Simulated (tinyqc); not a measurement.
Capacitance of parallel on-chip lines from Laplace's equation on a mesh: two steps of the calculation.

Cross-section of an endless row of equal lines between two grounded planes; neighbours are driven in antiphase (+1 V and -1 V), so the plane midway between two lines is at 0 V. By symmetry one quarter is solved: x runs from the centre of a line (column 0, mirror) to that midplane (column 3, 0 V), y from the mid-height of the line (row 0, mirror) to the ground plane (row 3, 0 V). The line fills columns 0 to 1 and rows 0 to 1 at 1 V. Cells beside the line (below row 1) have e2, cells above have e1. Each link between nodes has the conductance g = mean permittivity of the two cells beside it (a cell beyond a mirror counts as 0), and the free nodes obey sum g (V_neighbour - V) = 0.

Inputs (values chosen for the exercise): relative permittivity above and below the lines e1 = 4.2; relative permittivity between the lines e2 = 1; over-relaxation factor om = 1.4.

Constants: eps0 = 8.8541878128e-12 F/m. Results are converted to the units shown.

Task 1. Relaxation sweep. One sweep visits the free nodes row by row from row 0, left to right, and replaces V by V + om (weighted mean of the neighbours - V), using new values at once.

V at the start (V):

|  | col 0 | col 1 | col 2 | col 3 |
|---|---|---|---|---|
| row 0 | 1 | 1 | 0 | 0 |
| row 1 | 1 | 1 | 0 | 0 |
| row 2 | 0 | 0 | 0 | 0 |
| row 3 | 0 | 0 | 0 | 0 |

gx:

|  | col 0 | col 1 | col 2 |
|---|---|---|---|
| row 0 | 0.5 | 0.5 | 0.5 |
| row 1 | 2.6 | 2.6 | 2.6 |
| row 2 | 4.2 | 4.2 | 4.2 |
| row 3 | 2.1 | 2.1 | 2.1 |

gy:

|  | col 0 | col 1 | col 2 | col 3 |
|---|---|---|---|---|
| row 0 | 0.5 | 1 | 1 | 0.5 |
| row 1 | 2.1 | 4.2 | 4.2 | 2.1 |
| row 2 | 2.1 | 4.2 | 4.2 | 2.1 |

Wanted: V after sweep 1.

Result 1.

V after sweep 1 (V):

|  | col 0 | col 1 | col 2 | col 3 |
|---|---|---|---|---|
| row 0 | 1.000 | 1.000 | 0.350 | 0.000 |
| row 1 | 1.000 | 1.000 | 0.397 | 0.000 |
| row 2 | 0.350 | 0.472 | 0.304 | 0.000 |
| row 3 | 0.000 | 0.000 | 0.000 | 0.000 |

Task 2. Capacitance per length. C = 4 eps0 sum g (difference of V)^2 over all links (twice the energy of the four quarters, line at 1 V). Plate estimate without fringing: eps0 [2 e1 w/hd + 2 e2 t/(s/2)], w = 2 hx, t = 2 hx, s/2 = 2 hx, hd = 2 hx.

converged V (V):

|  | col 0 | col 1 | col 2 | col 3 |
|---|---|---|---|---|
| row 0 | 1.0000000 | 1.0000000 | 0.4355263 | 0.0000000 |
| row 1 | 1.0000000 | 1.0000000 | 0.3710527 | 0.0000000 |
| row 2 | 0.4565790 | 0.4131579 | 0.1960526 | 0.0000000 |
| row 3 | 0.0000000 | 0.0000000 | 0.0000000 | 0.0000000 |

gx:

|  | col 0 | col 1 | col 2 |
|---|---|---|---|
| row 0 | 0.5 | 0.5 | 0.5 |
| row 1 | 2.6 | 2.6 | 2.6 |
| row 2 | 4.2 | 4.2 | 4.2 |
| row 3 | 2.1 | 2.1 | 2.1 |

gy:

|  | col 0 | col 1 | col 2 | col 3 |
|---|---|---|---|---|
| row 0 | 0.5 | 1 | 1 | 0.5 |
| row 1 | 2.1 | 4.2 | 4.2 | 2.1 |
| row 2 | 2.1 | 4.2 | 4.2 | 2.1 |

Wanted: C; plate estimate.

Result 2.

C = 195.62 aF/um
plate estimate = 92.084 aF/um

Numbers from tinyqc (`OMP_NUM_THREADS=1 python tinyqc.py 2790159 2790160 out.jsonl`; about 0.8 s on one thread of a shared Intel Xeon 2.30GHz).
